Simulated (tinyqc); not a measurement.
Comparisons within one model: localisation in a chain with random site energies (transfer matrices). A value that a table varies takes the place of the one given here.

Hopping -t; leads with site energy 0, E = -2t cos(ka). psi_(j+1) = ((e_j - E)/t) psi_j - psi_(j-1), a product of matrices M_j = [[(e_j - E)/t, -1], [1, 0]]. For M = M_N ... M_1 the transmission is T = 4 sin^2(ka)/|M21 - M12 + M22 exp(ika) - M11 exp(-ika)|^2. Long samples draw e_j = W (x_j/2147483647 - 1/2) from x_j = 16807 x_(j-1) mod 2147483647, starting at x0. The localisation length xi, in sites, is defined by ln T = -2N/xi on average; weak disorder gives xi = 24 (4t^2 - E^2)/W^2, and the mean free path for backscattering is xi/2.

Numerical xi = N/ln sqrt(psi_(N+1)^2 + psi_N^2) for N = 20000 sites from psi_1 = 1, psi_0 = 0; its statistical error is about xi sqrt(xi/N).

Parameters, chosen for this exercise:
```
symbol  value  unit  meaning
t       1.28   eV    hopping
E       -1.33  eV    energy
x0      7281         start of the number sequence
W       3.39   eV    full width of the disorder
```

## Localisation length against disorder

The same number sequence scaled by W.

xi (sites):
```
W/t   W (eV)  numerical  error  weak disorder  strong: 1/(ln(W/2t) - 1)
1.0    1.280     77.178  4.794         70.088                         -
1.5    1.920     31.815  1.269         31.150                         -
2.0    2.560     17.092  0.500         17.522                         -
3.0    3.840      7.738  0.152          7.788                         -
4.0    5.120      4.767  0.074          4.381                         -
6.0    7.680      2.640  0.030          1.947                         -
10.0  12.800      1.395  0.012          0.701                     1.641
16.0  20.480      0.896  0.006          0.274                     0.926
```

How do the results move?

At W = t the numerical value is 77.2 +/- 4.8 against 70.1, and at 2t 17.09 +/- 0.50 against 17.52. The weak-disorder formula is within 15 % for W/t = 1, 1.5, 2, 3 and 4; at W = 16t it gives 0.27 and the strong-disorder form 0.93, against 0.90. All states of the chain are localised; disorder only sets the length.

## From ballistic to localised

200 samples of each length, cut one after another from the start of the sequence. Typical T = exp(mean ln T). Ohmic: 1/(1 + 2N/xi); localised: exp(-2N/xi), both with the weak-disorder xi.

Transmission:
```
N     mean T  typical T  spread of ln T   ohmic  localised
2      0.729      0.702           0.291   0.714      0.670
5      0.454      0.370           0.714   0.500      0.368
10     0.240      0.123           1.337   0.333      0.135
20    0.0912     0.0132           2.351   0.200     0.0183
40    0.0147   0.000210           3.624   0.111   0.000333
80  0.000574   6.75e-08           5.589  0.0588   1.11e-07
```

What can be read from the table?

With xi = 10.0 sites, mean and typical T are 0.454 and 0.370 at N = 5, and 0.000574 and 6.75e-08 at N = 80, where ln T scatters by 5.6. The slope of ln(typical T) between 40 and 80 sites gives xi = 9.9, uncertain by about 6 % from the scatter of 200 samples. At N = 80 the ohmic law gives 8.71e+05 times the typical value: a single channel has no ohmic range beyond a mean free path, and the mean is carried by rare resonant samples.

## What each parameter does

Numerical and weak-disorder xi. Each row changes one parameter from the base and keeps the others.

Results:
```
case          numerical xi (sites)  weak-disorder xi (sites)
base                          9.75                      9.99
t = 1.472 eV                 13.88                     14.41
E = -0.93 eV                 11.87                     11.88
W = 4.068 eV                  7.02                      6.94
x0 = 7282                     9.24                      9.99
```

How do the results move?

The largest shifts from the base row, up to three for each result and ties (the steps differ in size, so this ranks the rows, not the parameters). numerical xi (sites): t +4.12, W -2.73, E +2.12. weak-disorder xi (sites): t +4.41, W -3.05, E +1.89; unchanged at the printed digits by x0. A new x0 is another sample of the same disorder; its shift is one draw of the statistical scatter, about xi sqrt(xi/N); the other rows share one sample, so their errors are correlated.

Run: tinyqc, `OMP_NUM_THREADS=1 python tinyqc.py 1480998 1480999 out.jsonl`; Intel(R) Xeon(R) Processor @ 2.30GHz, one thread, shared host; about 0.04 s of CPU time with all checks.
